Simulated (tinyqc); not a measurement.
Worked calculation: CCSD on RHF in the sto-6g basis, for BeH2, spin multiplicity 1. Computed by tinyqc, a small Python program that keeps every step (integrals from PySCF). Settings: charge = 0, multiplicity = 1, basis = sto-6g, method = RHF, energy threshold = 1e-10, iteration cap = 50, orthogonalisation = symmetric, start = Wolfsberg-Helmholz matrix, DIIS depth = 6, amplitude equations = CCSD, DIIS depth for amplitudes = 0, cap on updates = 51. Command: `OMP_NUM_THREADS=1 python tinyqc.py 28342 28343 out.jsonl` (the two numbers bound the seeds that draw the settings). One thread of a shared host (Intel(R) Xeon(R) Processor @ 2.60GHz), about 0.4 s of CPU time with the checks. The early iterations of the SCF are left out here.

## One-electron integrals

Geometry (angstrom):
```
atom,x,y,z
Be,0.0000,0.0000,0.0000
H,0.0000,1.5110,0.0000
H,0.0000,-1.5110,0.0000
```

Basis sto-6g: exponents (1/bohr^2) and contraction coefficients of normalised primitives:
```
element,l (shell),exponent,coefficient
Be,s (1),312.8705,0.0092
Be,s (1),57.3645,0.0494
Be,s (1),16.0485,0.1685
Be,s (1),5.5131,0.3706
Be,s (1),2.1409,0.4165
Be,s (1),0.8817,0.1303
Be,s (2),13.6332,-0.0133
Be,s (2),2.6984,-0.0470
Be,s (2),0.8387,-0.0338
Be,s (2),0.3227,0.2502
Be,s (2),0.1401,0.5951
Be,s (2),0.0642,0.2407
Be,p (3),13.6332,0.0038
Be,p (3),2.6984,0.0377
Be,p (3),0.8387,0.1739
Be,p (3),0.3227,0.4180
Be,p (3),0.1401,0.4259
Be,p (3),0.0642,0.1017
H,s (1),35.5232,0.0092
H,s (1),6.5131,0.0494
H,s (1),1.8221,0.1685
H,s (1),0.6260,0.3706
H,s (1),0.2431,0.4165
H,s (1),0.1001,0.1303
```

Overlap, kinetic and nuclear-attraction integrals over the contracted functions; the nuclear repulsion is the sum of Za Zb / Rab.

nuclear repulsion = 2.976841 hartree

overlap S, lower triangle:
```
,1Be 1s,1Be 2s,1Be 2px,1Be 2py,1Be 2pz,2H 1s,3H 1s
1Be 1s,1.0000
1Be 2s,0.2548,1.0000
1Be 2px,0.0000,0.0000,1.0000
1Be 2py,0.0000,0.0000,0.0000,1.0000
1Be 2pz,0.0000,0.0000,0.0000,0.0000,1.0000
2H 1s,0.0493,0.3938,0.0000,0.4728,0.0000,1.0000
3H 1s,0.0493,0.3938,0.0000,-0.4728,0.0000,0.0208,1.0000
```

kinetic energy T (hartree), lower triangle:
```
,1Be 1s,1Be 2s,1Be 2px,1Be 2py,1Be 2pz,2H 1s,3H 1s
1Be 1s,6.7688
1Be 2s,-0.2074,0.2201
1Be 2px,0.0000,0.0000,0.6613
1Be 2py,0.0000,0.0000,0.0000,0.6613
1Be 2pz,0.0000,0.0000,0.0000,0.0000,0.6613
2H 1s,-0.0131,0.0455,0.0000,0.1413,0.0000,0.7685
3H 1s,-0.0131,0.0455,0.0000,-0.1413,0.0000,-0.0055,0.7685
```

nuclear attraction V (hartree), lower triangle:
```
,1Be 1s,1Be 2s,1Be 2px,1Be 2py,1Be 2pz,2H 1s,3H 1s
1Be 1s,-15.4152
1Be 2s,-1.8292,-2.9725
1Be 2px,0.0000,0.0000,-2.9076
1Be 2py,0.0000,0.0000,0.0000,-3.1019
1Be 2pz,0.0000,0.0000,0.0000,0.0000,-2.9076
2H 1s,-0.3849,-1.0907,0.0000,-1.2832,0.0000,-2.8102
3H 1s,-0.3849,-1.0907,0.0000,1.2832,0.0000,-0.0651,-2.8102
```

core Hamiltonian H = T + V (hartree), lower triangle:
```
,1Be 1s,1Be 2s,1Be 2px,1Be 2py,1Be 2pz,2H 1s,3H 1s
1Be 1s,-8.6465
1Be 2s,-2.0366,-2.7523
1Be 2px,0.0000,0.0000,-2.2463
1Be 2py,0.0000,0.0000,0.0000,-2.4406
1Be 2pz,0.0000,0.0000,0.0000,0.0000,-2.2463
2H 1s,-0.3979,-1.0452,0.0000,-1.1419,0.0000,-2.0417
3H 1s,-0.3979,-1.0452,0.0000,1.1419,0.0000,-0.0707,-2.0417
```

## Two-electron integrals

Functions are numbered as in S; the eight-fold symmetry (ij|kl) = (ji|kl) = (kl|ij) leaves the list below.

Two-electron integrals (ij|kl) in chemists' order, unique and non-zero (hartree):
```
i,j,k,l,(ij|kl)
1,1,1,1,2.3000
2,1,1,1,0.3619
2,1,2,1,0.0719
2,2,1,1,0.5703
2,2,2,1,0.1397
2,2,2,2,0.4178
3,1,3,1,0.0153
3,2,3,1,0.0226
3,2,3,2,0.0923
3,3,1,1,0.5703
3,3,2,1,0.1397
3,3,2,2,0.4178
3,3,3,3,0.4501
4,1,4,1,0.0153
4,2,4,1,0.0226
4,2,4,2,0.0923
4,3,4,3,0.0243
4,4,1,1,0.5703
4,4,2,1,0.1397
4,4,2,2,0.4178
4,4,3,3,0.4016
4,4,4,4,0.4501
5,1,5,1,0.0153
5,2,5,1,0.0226
5,2,5,2,0.0923
5,3,5,3,0.0243
5,4,5,4,0.0243
5,5,1,1,0.5703
5,5,2,1,0.1397
5,5,2,2,0.4178
5,5,3,3,0.4016
5,5,4,4,0.4016
5,5,5,5,0.4501
6,1,1,1,0.0718
6,1,2,1,0.0139
6,1,2,2,0.0268
6,1,3,3,0.0266
6,1,4,1,0.0014
6,1,4,2,0.0027
6,1,4,4,0.0273
6,1,5,5,0.0266
6,1,6,1,0.0028
6,2,1,1,0.1806
6,2,2,1,0.0450
6,2,2,2,0.1474
6,2,3,3,0.1417
6,2,4,1,0.0063
6,2,4,2,0.0375
6,2,4,4,0.1587
6,2,5,5,0.1417
6,2,6,1,0.0096
6,2,6,2,0.0789
6,3,3,1,0.0042
6,3,3,2,0.0195
6,3,4,3,0.0064
6,3,6,3,0.0070
6,4,1,1,0.1970
6,4,2,1,0.0497
6,4,2,2,0.1700
6,4,3,3,0.1600
6,4,4,1,0.0101
6,4,4,2,0.0584
6,4,4,4,0.1900
6,4,5,5,0.1600
6,4,6,1,0.0111
6,4,6,2,0.1034
6,4,6,4,0.1395
6,5,5,1,0.0042
6,5,5,2,0.0195
6,5,5,4,0.0064
6,5,6,5,0.0070
6,6,1,1,0.3486
6,6,2,1,0.0885
6,6,2,2,0.3246
6,6,3,3,0.3013
6,6,4,1,0.0142
6,6,4,2,0.1100
6,6,4,4,0.3711
6,6,5,5,0.3013
6,6,6,1,0.0195
6,6,6,2,0.2231
6,6,6,4,0.3097
6,6,6,6,0.7750
7,1,1,1,0.0718
7,1,2,1,0.0139
7,1,2,2,0.0268
7,1,3,3,0.0266
7,1,4,1,-0.0014
7,1,4,2,-0.0027
7,1,4,4,0.0273
7,1,5,5,0.0266
7,1,6,1,0.0026
7,1,6,2,0.0079
7,1,6,4,0.0084
7,1,6,6,0.0155
7,1,7,1,0.0028
7,2,1,1,0.1806
7,2,2,1,0.0450
7,2,2,2,0.1474
7,2,3,3,0.1417
7,2,4,1,-0.0063
7,2,4,2,-0.0375
7,2,4,4,0.1587
7,2,5,5,0.1417
7,2,6,1,0.0079
7,2,6,2,0.0401
7,2,6,4,0.0424
7,2,6,6,0.0833
7,2,7,1,0.0096
7,2,7,2,0.0789
7,3,3,1,0.0042
7,3,3,2,0.0195
7,3,4,3,-0.0064
7,3,6,3,0.0028
7,3,7,3,0.0070
7,4,1,1,-0.1970
7,4,2,1,-0.0497
7,4,2,2,-0.1700
7,4,3,3,-0.1600
7,4,4,1,0.0101
7,4,4,2,0.0584
7,4,4,4,-0.1900
7,4,5,5,-0.1600
7,4,6,1,-0.0084
7,4,6,2,-0.0424
7,4,6,4,-0.0433
7,4,6,6,-0.0871
7,4,7,1,-0.0111
7,4,7,2,-0.1034
7,4,7,4,0.1395
7,5,5,1,0.0042
7,5,5,2,0.0195
7,5,5,4,-0.0064
7,5,6,5,0.0028
7,5,7,5,0.0070
7,6,1,1,0.0118
7,6,2,1,0.0029
7,6,2,2,0.0086
7,6,3,3,0.0084
7,6,4,4,0.0090
7,6,5,5,0.0084
7,6,6,1,0.0006
7,6,6,2,0.0032
7,6,6,4,0.0038
7,6,6,6,0.0076
7,6,7,1,0.0006
7,6,7,2,0.0032
7,6,7,4,-0.0038
7,6,7,6,1.83e-04
7,7,1,1,0.3486
7,7,2,1,0.0885
7,7,2,2,0.3246
7,7,3,3,0.3013
7,7,4,1,-0.0142
7,7,4,2,-0.1100
7,7,4,4,0.3711
7,7,5,5,0.3013
7,7,6,1,0.0155
7,7,6,2,0.0833
7,7,6,4,0.0871
7,7,6,6,0.1751
7,7,7,1,0.0195
7,7,7,2,0.2231
7,7,7,4,-0.3097
7,7,7,6,0.0076
7,7,7,7,0.7750
```

## Orthogonalisation

S = U s U^T; symmetric (Loewdin) form X = U s^(-1/2) U^T, so that X^T S X = 1.

eigenvalues of S: 0.3208  0.4203  0.9511  1.0000  1.0000  1.6495  1.6584

X, lower triangle:
```
,1Be 1s,1Be 2s,1Be 2px,1Be 2py,1Be 2pz,2H 1s,3H 1s
1Be 1s,1.0273
1Be 2s,-0.1477,1.1815
1Be 2px,0.0000,0.0000,1.0000
1Be 2py,0.0000,0.0000,0.0000,1.2633
1Be 2pz,0.0000,0.0000,0.0000,0.0000,1.0000
2H 1s,0.0188,-0.2481,0.0000,-0.3496,0.0000,1.2082
3H 1s,0.0188,-0.2481,0.0000,0.3496,0.0000,-0.0705,1.2082
```

## Iteration 6 (converged): orbitals

converged F (hartree), lower triangle:
```
,1Be 1s,1Be 2s,1Be 2px,1Be 2py,1Be 2pz,2H 1s,3H 1s
1Be 1s,-4.5979
1Be 2s,-1.2494,-0.5730
1Be 2px,0.0000,0.0000,0.2103
1Be 2py,0.0000,0.0000,0.0000,-0.1700
1Be 2pz,0.0000,0.0000,0.0000,0.0000,0.2103
2H 1s,-0.2464,-0.3546,0.0000,-0.3109,0.0000,-0.2543
3H 1s,-0.2464,-0.3546,0.0000,0.3109,0.0000,-0.0225,-0.2543
```

Diagonalise F' = X^T F X, C = X C', fill 3 alpha and 3 beta electrons from the bottom; D = 2 C_occ C_occ^T. Each column has its largest component positive (the first on a tie).

F' = X^T F X (hartree), lower triangle:
```
,1,2,3,4,5,6,7
1,-4.5010
2,-0.6584,-0.1186
3,0.0000,0.0000,0.2103
4,0.0000,0.0000,0.0000,0.2214
5,0.0000,0.0000,0.0000,0.0000,0.2103
6,-0.0192,-0.2913,0.0000,-0.3996,0.0000,0.0529
7,-0.0192,-0.2913,0.0000,0.3996,0.0000,-0.0825,0.0529
```

orbital energies (hartree): MO1 -4.5994, MO2 -0.4284, MO3 -0.3884, MO4 0.2103, MO5 0.2103, MO6 0.3786, MO7 0.7452

coefficients C:
```
,MO1,MO2,MO3,MO4,MO5,MO6,MO7
1Be 1s,0.9947,-0.2040,0.0000,0.0000,0.0000,-0.2163,0.0000
1Be 2s,0.0210,0.5892,0.0000,0.0000,0.0000,1.0924,0.0000
1Be 2px,0.0000,0.0000,0.0000,1.0000,0.0096,0.0000,0.0000
1Be 2py,0.0000,0.0000,0.4961,0.0000,0.0000,0.0000,1.2627
1Be 2pz,0.0000,0.0000,0.0000,-0.0096,1.0000,0.0000,0.0000
2H 1s,-0.0025,0.3963,0.4255,0.0000,0.0000,-0.7430,-0.8711
3H 1s,-0.0025,0.3963,-0.4255,0.0000,0.0000,-0.7430,0.8711
```

D after iteration 6, lower triangle:
```
,1Be 1s,1Be 2s,1Be 2px,1Be 2py,1Be 2pz,2H 1s,3H 1s
1Be 1s,2.0622
1Be 2s,-0.1986,0.6952
1Be 2px,0.0000,0.0000,0.0000
1Be 2py,0.0000,0.0000,0.0000,0.4923
1Be 2pz,0.0000,0.0000,0.0000,0.0000,0.0000
2H 1s,-0.1666,0.4669,0.0000,0.4222,0.0000,0.6762
3H 1s,-0.1666,0.4669,0.0000,-0.4222,0.0000,-0.0480,0.6762
```

Within a degenerate level the vectors are fixed only up to a rotation; this is one choice.

## Convergence

Stop when the energy changes by less than 1e-10 hartree and every element of the error matrix X^T (F D S - S D F) X is below 3e-06.

Course of the cycle:
```
iteration,E (hartree),change,largest element of the error matrix
1,-15.662918,-,1.50e-01
2,-15.691775,-2.89e-02,1.78e-02
3,-15.692300,-5.25e-04,2.43e-03
4,-15.692316,-1.60e-05,1.63e-04
5,-15.692317,-5.39e-08,3.81e-07
6,-15.692317,-8.88e-14,3.61e-10
```

PySCF RHF in the same basis = -15.692317 hartree

Converged in 6 iterations.

## Integrals over molecular orbitals

(pq|rs) = sum C_ip C_jq C_kr C_ls (ij|kl), one index at a time.

one-electron integrals over orbitals h = C^T H C (hartree), lower triangle:
```
,1,2,3,4,5,6,7
1,-8.6376
2,0.2110,-2.3366
3,0.0000,0.0000,-2.2787
4,0.0000,0.0000,0.0000,-2.2463
5,0.0000,0.0000,0.0000,0.0000,-2.2463
6,0.2117,-0.2379,0.0000,0.0000,0.0000,-1.9212
7,0.0000,0.0000,-0.3079,0.0000,0.0000,0.0000,-1.8586
```

Two-electron integrals over orbitals (pq|rs), unique and non-zero (hartree):
```
p,q,r,s,(pq|rs)
1,1,1,1,2.2809
2,1,1,1,-0.1893
2,1,2,1,0.0247
2,2,1,1,0.4651
2,2,2,1,-0.0058
2,2,2,2,0.3797
3,1,3,1,0.0053
3,2,3,1,0.0115
3,2,3,2,0.1612
3,3,1,1,0.4286
3,3,2,1,-0.0021
3,3,2,2,0.3922
3,3,3,3,0.4153
4,1,4,1,0.0160
4,2,4,1,0.0148
4,2,4,2,0.0472
4,3,4,3,0.0129
4,4,1,1,0.5701
4,4,2,1,-0.0070
4,4,2,2,0.3563
4,4,3,3,0.3401
4,4,4,4,0.4501
5,1,5,1,0.0160
5,2,5,1,0.0148
5,2,5,2,0.0472
5,3,5,3,0.0129
5,4,5,4,0.0243
5,5,1,1,0.5701
5,5,2,1,-0.0070
5,5,2,2,0.3563
5,5,3,3,0.3401
5,5,4,4,0.4016
5,5,5,5,0.4501
6,1,1,1,-0.2001
6,1,2,1,0.0268
6,1,2,2,-0.0064
6,1,3,3,-0.0030
6,1,4,4,-0.0054
6,1,5,5,-0.0054
6,1,6,1,0.0291
6,2,1,1,0.1369
6,2,2,1,-0.0065
6,2,2,2,-0.0173
6,2,3,3,-0.0421
6,2,4,4,0.0648
6,2,5,5,0.0648
6,2,6,1,-0.0057
6,2,6,2,0.0825
6,3,3,1,-0.0007
6,3,3,2,-0.0923
6,3,6,3,0.0854
6,4,4,1,0.0163
6,4,4,2,0.0468
6,4,6,4,0.0505
6,5,5,1,0.0163
6,5,5,2,0.0468
6,5,6,5,0.0505
6,6,1,1,0.4747
6,6,2,1,-0.0073
6,6,2,2,0.3816
6,6,3,3,0.3921
6,6,4,4,0.3582
6,6,5,5,0.3582
6,6,6,1,-0.0074
6,6,6,2,-0.0271
6,6,6,6,0.3981
7,1,3,1,0.0101
7,1,3,2,0.0181
7,1,6,3,-1.55e-05
7,1,7,1,0.0193
7,2,3,1,0.0043
7,2,3,2,-0.0413
7,2,6,3,0.0628
7,2,7,1,0.0081
7,2,7,2,0.0579
7,3,1,1,0.1489
7,3,2,1,-0.0040
7,3,2,2,-0.0014
7,3,3,3,-0.0185
7,3,4,4,0.0681
7,3,5,5,0.0681
7,3,6,1,-0.0035
7,3,6,2,0.0781
7,3,6,6,-0.0200
7,3,7,3,0.0866
7,4,4,3,0.0134
7,4,7,4,0.0169
7,5,5,3,0.0134
7,5,7,5,0.0169
7,6,3,1,0.0101
7,6,3,2,0.1410
7,6,6,3,-0.0911
7,6,7,1,0.0164
7,6,7,2,-0.0493
7,6,7,6,0.1370
7,7,1,1,0.5532
7,7,2,1,-0.0073
7,7,2,2,0.4069
7,7,3,3,0.4237
7,7,4,4,0.3806
7,7,5,5,0.3806
7,7,6,1,-0.0077
7,7,6,2,-0.0221
7,7,6,6,0.4170
7,7,7,3,4.13e-04
7,7,7,7,0.4618
```

## CCSD: starting amplitudes

t_ij^ab = <ij||ab> / (e_i + e_j - e_a - e_b), whose energy is MP2.

Starting amplitudes (spin orbitals 1a, 1b, ...; amplitudes related by a flip of all spins are not repeated):
```
from,to,t
3a 3b,6a 6b,-0.0557
2a 2b,6a 6b,-0.0511
2a 3b,6a 7b,-0.0403
3a 3b,7a 7b,-0.0382
2a 2b,5a 5b,-0.0369
2a 2b,4a 4b,-0.0369
2a 3b,6b 7a,0.0323
2a 2b,7a 7b,-0.0247
3a 3b,5a 5b,-0.0108
3a 3b,4a 4b,-0.0108
2a 3a,6a 7a,-0.0079
1a 1b,6a 6b,-0.0029
1a 2b,5a 5b,-0.0027
1a 2b,4a 4b,-0.0027
1a 1b,7a 7b,-0.0018
1a 1b,5a 5b,-0.0017
1a 1b,4a 4b,-0.0017
1a 2b,7a 7b,-0.0012
1a 2b,6a 6b,0.0010
1a 3b,6a 7b,0.0006
1a 3a,6a 7a,0.0006
1a 3b,6b 7a,-2.54e-06
```

correlation energy = -0.028433 hartree

## CCSD: amplitude update 1

t_i^a D_i^a and t_ij^ab D_ij^ab are set to the remaining terms of the spin-orbital equations, evaluated with the old amplitudes; for the doubles these are <ij||ab> + 1/2 <ab||ef> t_ij^ef + 1/2 <mn||ij> t_mn^ab + P(ij)P(ab) <mb||ej> t_im^ae + terms in t^2 + terms with t1, D the orbital-energy denominators.

Amplitudes after update 1 (spin orbitals 1a, 1b, ...; amplitudes related by a flip of all spins are not repeated; the 24 largest):
```
from,to,t
3a 3b,6a 6b,-0.0781
2a 2b,6a 6b,-0.0671
2a 3b,6a 7b,-0.0560
3a 3b,7a 7b,-0.0493
2a 3b,6b 7a,0.0471
2a 2b,5a 5b,-0.0464
2a 2b,4a 4b,-0.0464
2a 2b,7a 7b,-0.0329
2a 3a,6a 7a,-0.0089
3a 3b,5a 5b,-0.0069
3a 3b,4a 4b,-0.0069
2a,6a,0.0059
1a 2b,5a 5b,-0.0030
1a 2b,4a 4b,-0.0030
1a 1b,6a 6b,-0.0024
1a 1b,7a 7b,-0.0016
1a 1b,5a 5b,-0.0016
1a 1b,4a 4b,-0.0016
1a 2b,7a 7b,-0.0014
1a 2b,6a 6b,0.0011
3a,7a,-0.0009
1a 3b,6a 7b,0.0005
1a 3a,6a 7a,0.0005
1a,6a,3.27e-04
```

correlation energy = -0.038217 hartree

## CCSD: convergence

E_corr = 1/4 sum <ij||ab> t_ij^ab + 1/2 sum <ij||ab> t_i^a t_j^b; stop when the norm of the change is below 1e-8.

Course of the amplitude iterations:
```
update,correlation energy (hartree),norm of the change
0,-0.028433,-
1,-0.038217,9.17e-02
2,-0.041842,3.70e-02
3,-0.043231,1.59e-02
4,-0.043784,7.35e-03
5,-0.044012,3.66e-03
6,-0.044109,1.95e-03
7,-0.044153,1.09e-03
8,-0.044173,6.31e-04
9,-0.044183,3.71e-04
10,-0.044188,2.20e-04
11,-0.044191,1.31e-04
12,-0.044192,7.83e-05
13,-0.044193,4.69e-05
...,...,...
17,-0.044194,6.06e-06
18,-0.044194,3.64e-06
19,-0.044194,2.19e-06
20,-0.044194,1.31e-06
21,-0.044194,7.88e-07
22,-0.044194,4.73e-07
23,-0.044194,2.84e-07
24,-0.044194,1.71e-07
25,-0.044194,1.03e-07
26,-0.044194,6.16e-08
27,-0.044194,3.70e-08
28,-0.044194,2.22e-08
29,-0.044194,1.33e-08
30,-0.044194,8.01e-09
```

Converged amplitudes (spin orbitals 1a, 1b, ...; amplitudes related by a flip of all spins are not repeated; the 24 largest):
```
from,to,t
3a 3b,6a 6b,-0.0994
2a 2b,6a 6b,-0.0740
2a 3b,6a 7b,-0.0649
2a 3b,6b 7a,0.0553
3a 3b,7a 7b,-0.0543
2a 2b,5a 5b,-0.0530
2a 2b,4a 4b,-0.0530
2a 2b,7a 7b,-0.0378
2a,6a,0.0127
2a 3a,6a 7a,-0.0096
3a,7a,-0.0035
1a 2b,5a 5b,-0.0030
1a 2b,4a 4b,-0.0030
1a 1b,6a 6b,-0.0024
1a 1b,7a 7b,-0.0016
1a 1b,5a 5b,-0.0015
1a 1b,4a 4b,-0.0015
1a 2b,7a 7b,-0.0015
3a 3b,5a 5b,0.0014
3a 3b,4a 4b,0.0014
1a 2b,6a 6b,0.0011
1a 3b,6a 7b,4.86e-04
1a 3a,6a 7a,3.75e-04
1a,6a,3.74e-04
```

CCSD total energy = -15.736511 hartree

T1 diagnostic, norm of the one-spin t1 over sqrt(correlated electrons) = 0.0054

Converged in 30 updates.
